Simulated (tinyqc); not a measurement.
Worked calculation: plane-wave Kohn-Sham cycle with exchange-only LDA in a layered model solid. One step of it, computed by the program tinyqc.

Problem. Iteration 2: Hamiltonian at one k. H(m,m') = (k + G_m)^2/2 delta + V(G_m - G_m'), with V(-G) = V(G).

A solid whose potential varies along x alone (atomic units):
```
parameter                      value
period a                    8.900000
cross-section of the cell  18.000000
electrons per cell                 4
grid points                       16
plane waves -n..n, n               3
k points                           2
V1 in V1 cos(2 pi x/a)     -0.710000
V2 in V2 cos(4 pi x/a)      0.020000
```

V(G_m), m = 0, 1, 2, ... (hartree): [-0.282055, -0.204384, 0.012063, 0.001114, 0.000410, 0.000053, 0.000087]

k = 0.250000 2 pi / a

Give: H.

Solution.

H (hartree), order -3, -2, -1, +0, +1, +2, +3:
```
[[1.6025, -0.2044, 0.0121, 0.0011, 0.0004, 0.0001, 0.0001],
 [-0.2044, 0.4811, -0.2044, 0.0121, 0.0011, 0.0004, 0.0001],
 [0.0121, -0.2044, -0.1419, -0.2044, 0.0121, 0.0011, 0.0004],
 [0.0011, 0.0121, -0.2044, -0.2665, -0.2044, 0.0121, 0.0011],
 [0.0004, 0.0011, 0.0121, -0.2044, 0.1073, -0.2044, 0.0121],
 [0.0001, 0.0004, 0.0011, 0.0121, -0.2044, 0.9795, -0.2044],
 [0.0001, 0.0001, 0.0004, 0.0011, 0.0121, -0.2044, 2.3501]]
```
